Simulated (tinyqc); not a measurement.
Ballistic transport through the one-dimensional subbands of a rectangular nanowire or nanosheet channel: one step, computed by the program tinyqc. Command: `OMP_NUM_THREADS=1 python tinyqc.py 3027956 3027957 out.jsonl wire walk`. One thread of a shared host (Intel(R) Xeon(R) Processor @ 2.30GHz), about 0.02 s of CPU time with the checks.

Hard walls, parabolic subbands, transport along x. Energies are counted from the bulk conduction band edge at the top of the barrier, which the gate pulls down by U; the source Fermi level lies at the bulk edge when U = 0.

Task: Conductance, capacitance and scattering. Linear conductance G = (2 e^2/h) sum_i g f(eta_i), g = 2, f = 1/(1 + exp(-eta_i)), with the barrier frozen at the eta_i above; current per perimeter I/(2(a + b)); with scattering, transmission lambda/(lambda + L) and low-bias resistance (1 + L/lambda)/G.

Inputs (values chosen for the exercise, modelled on silicon):
```
quantity                                   value  unit
height a                                     3.2    nm
width b                                      5.9    nm
temperature T                                300     K
mean free path for back-scattering lambda    110    nm
channel length L                              36    nm
```

Valleys: silicon [100] wire.

Occupation:
```
subband      eta_i    n_i (1/nm)  I_i (microampere)
1         5.271344  5.155096e-01       2.113792e+01
2         1.110964  2.180848e-01       5.590764e+00
3         0.525937  1.658770e-01       3.967216e+00
4        -0.284985  1.016331e-01       2.246496e+00
5        -0.622952  1.735146e-01       1.720269e+00
6        -1.326350  4.546040e-02       9.431231e-01
7        -2.611566  1.414439e-02       2.838276e-01
8        -5.868779  5.714025e-04       1.130648e-02
9        -6.071757  4.666046e-04       9.231827e-03
10       -7.220646  3.219125e-04       2.928692e-03
```

ballistic current I = 35.91308 microampere

Constants: e = 1.602176634e-19 C; h = 6.62607015e-34 J s.

Give: open modes sum g f; ballistic conductance; current per perimeter; transmission; low-bias resistance with scattering.

Result:

open modes sum g f = 6.876

ballistic conductance = 532.8 microsiemens

current per perimeter = 1973 microampere/micrometre

transmission = 0.7534

low-bias resistance with scattering = 2.491 kiloohm

Even without scattering the wire has h/(2 e^2 M) = 1.88 kiloohm, which sits in the contacts.
